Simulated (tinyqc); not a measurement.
## Doping from resistivity

Inverse problem. A uniform, uncompensated and fully ionised sample has rho = 1/(q N mu), mu = m1 + (m2 (T/300 K)^(-bt) - m1)/(1 + (N/Nr)^am). Find N, mu and the diffusion coefficient mu Vt.

Inputs (values chosen for the exercise):

| symbol | value | unit | meaning |
|---|---|---|---|
| T | 300 | K | temperature |
| m1 | 53.2 | cm^2/(V s) | mobility limit at high doping |
| m2 | 1460 | cm^2/(V s) | mobility limit at low doping, at 300 K |
| Nr | 9.46e16 | cm^-3 | reference doping of the mobility law |
| am | 0.705 |  | exponent of the mobility law |
| bt | 2.3 |  | temperature exponent of m2 |

Constants: q = 1.602176634e-19 C, kB = 1.380649e-23 J/K, Vt = kB T/q. Results are converted to the units shown.

resistivity = 0.0041487169 ohm cm

Solution. With am below 1 the product N mu rises steadily with N, so one doping matches; it is found by iterating N = 1/(q rho mu(N)).

N = 1.700e19 cm^-3
mu = 88.50 cm^2/(V s)
diffusion coefficient = 2.288 cm^2/s

tinyqc, about 0.01 s, one thread, Intel Xeon 2.30GHz (shared host): `OMP_NUM_THREADS=1 python tinyqc.py 2110027 2110028 out.jsonl`
